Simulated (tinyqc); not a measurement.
One-electron ion in a basis of Gaussians, step by step. Computed by tinyqc, a small Python program that keeps every step. Settings: Z = 1, l = 0. Command: `OMP_NUM_THREADS=1 python tinyqc.py 28674 28675 out.jsonl` (the two numbers bound the seeds that draw the settings). One thread of a shared host (Intel(R) Xeon(R) Processor @ 2.60GHz), about 0.01 s of CPU time with the checks.

## Matrices over normalised Gaussians

exponents of r^l exp(-a r^2) (1/bohr^2): [0.041730, 0.132200]

Z = 1

l = 0

With p = a_i + a_j and I(k) = Gamma((k+1)/2) / (2 p^((k+1)/2)): S = I(2l+2), T = (2l+3) a_i a_j S / p, V = -Z I(2l+1), each divided by sqrt(S_ii S_jj).

S:
$$\begin{pmatrix}
1.000000 & 0.789302 \\
0.789302 & 1.000000
\end{pmatrix}$$

T (hartree):
$$\begin{pmatrix}
0.062595 & 0.075105 \\
0.075105 & 0.198300
\end{pmatrix}$$

V (hartree):
$$\begin{pmatrix}
-0.325982 & -0.371437 \\
-0.371437 & -0.580211
\end{pmatrix}$$

## Generalised eigenproblem

H = T + V (hartree):
$$\begin{pmatrix}
-0.263387 & -0.296332 \\
-0.296332 & -0.381911
\end{pmatrix}$$

Solve H C = S C e through S^(-1/2); each column has its largest component positive (the first on a tie).

eigenvalues of S: [0.210698, 1.789302]

eigenvalues (hartree): [-0.382147, -0.088691]

coefficients:
$$\begin{pmatrix}
-0.046214 & 1.627994 \\
1.036074 & -1.256603
\end{pmatrix}$$

For Z = 1 and l = 0 the exact lowest level is -Z^2/(2 n^2) with n = l + 1: -0.500000 hartree.
